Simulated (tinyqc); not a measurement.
Interlayer thickness: switching kinetics of a ferroelectric film and the memory window of a ferroelectric gate stack. Computed by tinyqc, a small Python program. Command: `OMP_NUM_THREADS=1 python tinyqc.py 3012958 3012959 out.jsonl feswitch walk`. One thread of a shared host (Intel(R) Xeon(R) Processor @ 2.30GHz), about 0.01 s of CPU time with the checks.

Fields in MV/cm; 1 microcoulomb/cm^2 over eps_0 is 11.29409 MV/cm. In the stack (metal, ferroelectric, interlayer, channel) the channel is taken as a conductor.

Inputs (values chosen for the exercise, for a model film):
```
quantity                                 value               unit
saturation polarisation P_s                 37  microcoulomb/cm^2
ratio P_r/P_s                             0.75                  -
coercive field E_c                         1.5              MV/cm
permittivity of the ferroelectric eps_F     26                  -
thickness t_F                               16                 nm
permittivity of the interlayer eps_I       5.5                  -
share s of P screened by trapped charge   0.86                  -
pulse height V                             5.7                  V
breakdown field of the interlayer           11              MV/cm
```

Method. Series stack: V = E_F t_F + E_I t_I and eps_I E_I = eps_F E_F + (1 - s) P/eps_0. E_I is for P = +P_s at the pulse height, the depolarising field for P = +P_r at V = 0; V needed puts E_F = 1.5 E_c after switching.

Stack against t_I:
```
t_I (nm)  E_F after (MV/cm)  E_I (MV/cm)  depolarising field / E_c  V needed (V)
0.3                  3.0892       25.241                   0.09160        4.2382
0.5                  2.8143       23.941                   0.14481        4.6637
0.8                  2.4513       22.225                   0.21509        5.3019
1.2                  2.0411       20.286                   0.29448        6.1528
1.6                  1.6967       18.658                   0.36113        7.0037
2.0                  1.4035       17.272                   0.41788        7.8547
3.0                  0.8313       14.567                   0.52865        9.9820
```

Each nanometre of interlayer costs 2.13 V, against 0.22 V for a nanometre of ferroelectric. The depolarising field grows from 0.09 to 0.53 E_c. At E_F = 1.5 E_c the interlayer carries (1.5 eps_F E_c + (1 - s) P_s/eps_0)/eps_I = 21.3 MV/cm whatever its thickness, above its breakdown field of 11 MV/cm, so the voltages in the last column could not be applied without breakdown. Caution: rows with E_I above the breakdown field of the interlayer cannot be reached without charge injection. Caution: where E_F after switching is below E_c the switching stalls before P_s, and where the depolarising field exceeds E_c the state switches back, so those rows describe states that are not held.
